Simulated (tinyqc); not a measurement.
Worked calculation: Pariser-Parr-Pople SCF with singles CI, for the molecule C=CC1=CC2=CC=CC2=C1 (SMILES; centres numbered as the heavy atoms are written). Computed by tinyqc, a small Python program that keeps every step. Settings: charge = 0, gamma = Ohno, start = huckel, damping = 0.5, iteration cap = 71, excitations kept = 6. Command: `OMP_NUM_THREADS=1 python tinyqc.py 22507 22508 out.jsonl` (the two numbers bound the seeds that draw the settings). One thread of a shared host (Intel(R) Xeon(R) Processor @ 2.60GHz), about 0.04 s of CPU time with the checks. Later iterations appear only in the table of the cycle.

## PPP integrals

Centres (angstrom, eV; a flat drawing with bonds scaled to 1.40 angstrom):
```
centre          x          y  core charge z          W   gamma_rr
1C      -3.581000   0.657000              1  11.160000  11.130000
2C      -2.738000  -0.460000              1  11.160000  11.130000
3C      -1.348000  -0.289000              1  11.160000  11.130000
4C      -0.393000  -1.312000              1  11.160000  11.130000
5C       0.876000  -0.719000              1  11.160000  11.130000
6C       2.250000  -0.985000              1  11.160000  11.130000
7C       2.928000   0.239000              1  11.160000  11.130000
8C       1.972000   1.263000              1  11.160000  11.130000
9C       0.704000   0.670000              1  11.160000  11.130000
10C     -0.670000   0.936000              1  11.160000  11.130000
```

Resonance integrals (eV):
```
i    j       beta
1    2  -2.390000
2    3  -2.390000
3    4  -2.390000
4    5  -2.390000
5    6  -2.390000
6    7  -2.390000
7    8  -2.390000
8    9  -2.390000
9   10  -2.390000
10   3  -2.390000
9    5  -2.390000
```

Ohno: gamma = 14.399645/sqrt(R^2 + a^2), a = 2 x 14.399645/(gamma_rr + gamma_ss); H_rr = -W_r - sum_(s != r) z_s gamma_rs; H_rs = beta for bonds.

repulsion gamma_rs (eV):
```
            1C         2C         3C         4C         5C         6C         7C         8C
1C   11.130000   7.555590   5.238818   3.632507   2.974723   2.324624   2.165528   2.511346
2C    7.555590  11.130000   7.552469   5.123564   3.742767   2.779999   2.459915   2.780151
3C    5.238818   7.552469  11.130000   7.555365   5.520018   3.705168   3.200965   3.705035
4C    3.632507   5.123564   7.555365  11.130000   7.551774   4.863464   3.704601   3.862607
5C    2.974723   3.742767   5.520018   7.551774  11.130000   7.555284   5.521076   5.520641
6C    2.324624   2.779999   3.705168   4.863464   7.555284  11.130000   7.556087   5.520135
7C    2.165528   2.459915   3.200965   3.704601   5.521076   7.556087  11.130000   7.551252
8C    2.511346   2.780151   3.705035   3.862607   5.520641   5.520135   7.551252  11.130000
9C    3.217026   3.743250   5.520298   5.519751   7.555000   5.520803   5.519669   7.554410
10C   4.503057   5.123398   7.553541   5.520360   5.520803   3.863609   3.704997   4.864931

            9C        10C
1C    3.217026   4.503057
2C    3.743250   5.123398
3C    5.520298   7.553541
4C    5.519751   5.520360
5C    7.555000   5.520803
6C    5.520803   3.863609
7C    5.519669   3.704997
8C    7.554410   4.864931
9C   11.130000   7.555284
10C   7.555284  11.130000
```

core matrix H (eV):
```
             1C          2C          3C          4C          5C          6C          7C          8C
1C   -45.283218   -2.390000    0.000000    0.000000    0.000000    0.000000    0.000000    0.000000
2C    -2.390000  -52.021103   -2.390000    0.000000    0.000000    0.000000    0.000000    0.000000
3C     0.000000   -2.390000  -60.711676   -2.390000    0.000000    0.000000    0.000000    0.000000
4C     0.000000    0.000000   -2.390000  -58.493993   -2.390000    0.000000    0.000000    0.000000
5C     0.000000    0.000000    0.000000   -2.390000  -62.622087   -2.390000    0.000000    0.000000
6C     0.000000    0.000000    0.000000    0.000000   -2.390000  -54.849173   -2.390000    0.000000
7C     0.000000    0.000000    0.000000    0.000000    0.000000   -2.390000  -52.544090   -2.390000
8C     0.000000    0.000000    0.000000    0.000000    0.000000    0.000000   -2.390000  -55.030507
9C     0.000000    0.000000    0.000000    0.000000   -2.390000    0.000000    0.000000   -2.390000
10C    0.000000    0.000000   -2.390000    0.000000    0.000000    0.000000    0.000000    0.000000

             9C         10C
1C     0.000000    0.000000
2C     0.000000    0.000000
3C     0.000000   -2.390000
4C     0.000000    0.000000
5C    -2.390000    0.000000
6C     0.000000    0.000000
7C     0.000000    0.000000
8C    -2.390000    0.000000
9C   -62.865492   -2.390000
10C   -2.390000  -59.369979
```

## Starting guess

pi electrons, sum of z_r less the charge = 10

Orbitals of the Hueckel matrix of the beta values.

P at the start:
```
            1C         2C         3C         4C         5C         6C         7C         8C
1C    1.108654   0.897546  -0.121616  -0.236535   0.139218   0.023257  -0.126775   0.023257
2C    0.897546   0.987039   0.424476   0.017602  -0.074060   0.012442   0.046514   0.012442
3C   -0.121616   0.424476   1.143858   0.586951  -0.183234  -0.050803   0.151660  -0.050803
4C   -0.236535   0.017602   0.586951   0.804844   0.546820   0.311325  -0.074060  -0.355342
5C    0.139218  -0.074060  -0.183234   0.546820   1.179557   0.523563  -0.195676  -0.143104
6C    0.023257   0.012442  -0.050803   0.311325   0.523563   0.815659   0.650196   0.148993
7C   -0.126775   0.046514   0.151660  -0.074060  -0.195676   0.650196   1.160328   0.650196
8C    0.023257   0.012442  -0.050803  -0.355342  -0.143104   0.148993   0.650196   0.815659
9C    0.139218  -0.074060  -0.183234  -0.119847   0.512890  -0.143104  -0.195676   0.523563
10C  -0.236535   0.017602   0.586951   0.138178  -0.119847  -0.355342  -0.074060   0.311325

            9C        10C
1C    0.139218  -0.236535
2C   -0.074060   0.017602
3C   -0.183234   0.586951
4C   -0.119847   0.138178
5C    0.512890  -0.119847
6C   -0.143104  -0.355342
7C   -0.195676  -0.074060
8C    0.523563   0.311325
9C    1.179557   0.546820
10C   0.546820   0.804844
```

## Iteration 1: Fock matrix

F_rr = H_rr + P_rr gamma_rr / 2 + sum_(s != r) P_ss gamma_rs; F_rs = H_rs - P_rs gamma_rs / 2; E = tr P (H + F) / 2 + core repulsion sum_(r<s) z_r z_s gamma_rs.

F (eV):
```
            1C         2C         3C         4C         5C         6C         7C         8C
1C   -5.354825  -5.780746   0.318562   0.429608  -0.207067  -0.027032   0.137268  -0.029203
2C   -5.780746  -5.045856  -3.992921  -0.045092   0.138596  -0.017295  -0.057210  -0.017295
3C    0.318562  -3.992921  -6.142122  -4.607314   0.505728   0.094117  -0.242729   0.094114
4C    0.429608  -0.045092  -4.607314  -5.010729  -4.454731  -0.757059   0.137182   0.686273
5C   -0.207067   0.138596   0.505728  -4.454731  -6.246840  -4.367834   0.540172   0.395012
6C   -0.027032  -0.017295   0.094117  -0.757059  -4.367834  -5.032659  -4.846470  -0.411230
7C    0.137268  -0.057210  -0.242729   0.137182   0.540172  -4.846470  -6.287361  -4.844898
8C   -0.029203  -0.017295   0.094114   0.686273   0.395012  -0.411230  -4.844898  -5.013444
9C   -0.223933   0.138613   0.505754   0.330762  -4.327443   0.395023   0.540034  -4.367605
10C   0.532565  -0.045090  -4.606778  -0.381395   0.330825   0.686451   0.137197  -0.757287

            9C        10C
1C   -0.223933   0.532565
2C    0.138613  -0.045090
3C    0.505754  -4.606778
4C    0.330762  -0.381395
5C   -4.327443   0.330825
6C    0.395023   0.686451
7C    0.540034   0.137197
8C   -4.367605  -0.757287
9C   -6.221052  -4.455691
10C  -4.455691  -4.915973
```

pi energy = -131.976795 eV

## Iteration 1: orbitals and new P

Diagonalise F (the basis is taken as orthonormal) and form P = 2 sum c c over the lowest orbitals; 0.5 of the old P is kept.

orbital energies (eV): -15.558159  -13.389488  -11.285986  -11.034564  -9.197928  -3.154029  -0.002306  1.964500  3.088461  3.298638

P after iteration 1:
```
            1C         2C         3C         4C         5C         6C         7C         8C
1C    1.095419   0.910597  -0.111896  -0.224978   0.126274   0.022517  -0.106474   0.023446
2C    0.910597   0.983369   0.399531   0.016439  -0.063424   0.007734   0.036089   0.010923
3C   -0.111896   0.399531   1.157926   0.594276  -0.188552  -0.050523   0.141096  -0.049628
4C   -0.224978   0.016439   0.594276   0.796600   0.545265   0.314078  -0.069615  -0.343165
5C    0.126274  -0.063424  -0.188552   0.545265   1.194898   0.522792  -0.197883  -0.147400
6C    0.022517   0.007734  -0.050523   0.314078   0.522792   0.805556   0.652341   0.148509
7C   -0.106474   0.036089   0.141096  -0.069615  -0.197883   0.652341   1.171128   0.651060
8C    0.023446   0.010923  -0.049628  -0.343165  -0.147400   0.148509   0.651060   0.804948
9C    0.126234  -0.060824  -0.187487  -0.126989   0.508275  -0.148671  -0.197985   0.524170
10C  -0.230077   0.014008   0.594091   0.139280  -0.126515  -0.342149  -0.068744   0.313614

            9C        10C
1C    0.126234  -0.230077
2C   -0.060824   0.014008
3C   -0.187487   0.594091
4C   -0.126989   0.139280
5C    0.508275  -0.126515
6C   -0.148671  -0.342149
7C   -0.197985  -0.068744
8C    0.524170   0.313614
9C    1.195589   0.543781
10C   0.543781   0.794567
```

## Iteration 2: Fock matrix

As before.

F (eV):
```
            1C         2C         3C         4C         5C         6C         7C         8C
1C   -5.388519  -5.830047   0.293102   0.408618  -0.187815  -0.026171   0.115286  -0.029440
2C   -5.830047  -5.068794  -3.898724  -0.042114   0.118690  -0.010751  -0.044388  -0.015184
3C    0.293102  -3.898724  -6.170168  -4.634985   0.520404   0.093598  -0.225821   0.091937
4C    0.408618  -0.042114  -4.634985  -4.920090  -4.448859  -0.763754   0.128948   0.662756
5C   -0.187815   0.118690   0.520404  -4.448859  -6.210632  -4.364922   0.546264   0.406871
6C   -0.026171  -0.010751   0.093598  -0.763754  -4.364922  -4.930638  -4.854571  -0.409896
7C    0.115286  -0.044388  -0.225821   0.128948   0.546264  -4.854571  -6.272570  -4.848160
8C   -0.029440  -0.015184   0.091937   0.662756   0.406871  -0.409896  -4.848160  -4.914627
9C   -0.203049   0.113841   0.517492   0.350473  -4.310007   0.410393   0.546405  -4.369897
10C   0.518025  -0.035885  -4.633746  -0.384437   0.349231   0.660965   0.127348  -0.762854

            9C        10C
1C   -0.203049   0.518025
2C    0.113841  -0.035885
3C    0.517492  -4.633746
4C    0.350473  -0.384437
5C   -4.310007   0.349231
6C    0.410393   0.660965
7C    0.546405   0.127348
8C   -4.369897  -0.762854
9C   -6.194826  -4.444210
10C  -4.444210  -4.836125
```

pi energy = -132.029639 eV

## Iteration 2: orbitals and new P

As before.

orbital energies (eV): -15.493607  -13.363427  -11.279192  -10.973399  -9.224571  -3.078476  0.036749  2.008012  3.153074  3.307845

P after iteration 2:
```
            1C         2C         3C         4C         5C         6C         7C         8C
1C    1.087401   0.919621  -0.105778  -0.215899   0.117141   0.021654  -0.092882   0.023529
2C    0.919621   0.980626   0.381311   0.016014  -0.056425   0.004554   0.029551   0.009924
3C   -0.105778   0.381311   1.168214   0.599132  -0.191734  -0.050259   0.133954  -0.049147
4C   -0.215899   0.016014   0.599132   0.790335   0.544482   0.315948  -0.066820  -0.335056
5C    0.117141  -0.056425  -0.191734   0.544482   1.205067   0.522290  -0.199214  -0.149907
6C    0.021654   0.004554  -0.050259   0.315948   0.522290   0.798071   0.653613   0.147907
7C   -0.092882   0.029551   0.133954  -0.066820  -0.199214   0.653613   1.179348   0.651325
8C    0.023529   0.009924  -0.049147  -0.335056  -0.149907   0.147907   0.651325   0.797149
9C    0.117124  -0.052208  -0.190141  -0.131643   0.505043  -0.152067  -0.199412   0.524786
10C  -0.224583   0.011882   0.599311   0.139224  -0.131148  -0.333246  -0.065280   0.315063

            9C        10C
1C    0.117124  -0.224583
2C   -0.052208   0.011882
3C   -0.190141   0.599311
4C   -0.131643   0.139224
5C    0.505043  -0.131148
6C   -0.152067  -0.333246
7C   -0.199412  -0.065280
8C    0.524786   0.315063
9C    1.206293   0.541720
10C   0.541720   0.787497
```

## Convergence

Stop when output and input P, before any damping, agree to 1e-7.

Course of the cycle:
```
iteration         E (eV)  largest |P(out) - P(in)|
1          -131.97679531                  4.99e-02
2          -132.02963925                  3.64e-02
3          -132.06631874                  2.66e-02
4          -132.08982860                  1.94e-02
5          -132.10421703                  1.42e-02
6          -132.11276538                  1.03e-02
7          -132.11774232                  7.51e-03
8          -132.12059925                  5.46e-03
9          -132.12222335                  3.97e-03
10         -132.12314112                  2.88e-03
11         -132.12365861                  2.09e-03
...                  ...                       ...
61         -132.12446907                  9.20e-05
62         -132.12446940                  8.86e-05
63         -132.12446972                  8.54e-05
64         -132.12447001                  8.22e-05
65         -132.12447027                  7.92e-05
66         -132.12447052                  7.63e-05
67         -132.12447075                  7.35e-05
68         -132.12447097                  7.08e-05
69         -132.12447117                  6.82e-05
70         -132.12447135                  6.57e-05
71         -132.12447152                  6.33e-05
```

Not converged within 71 iterations: the residual falls steadily but slowly, by a factor of about 0.96 a step. Reruns (cap 100 unless said): damping 0: not converged; the original settings with a cap of 400: converged in 244 (E = -132.12447).
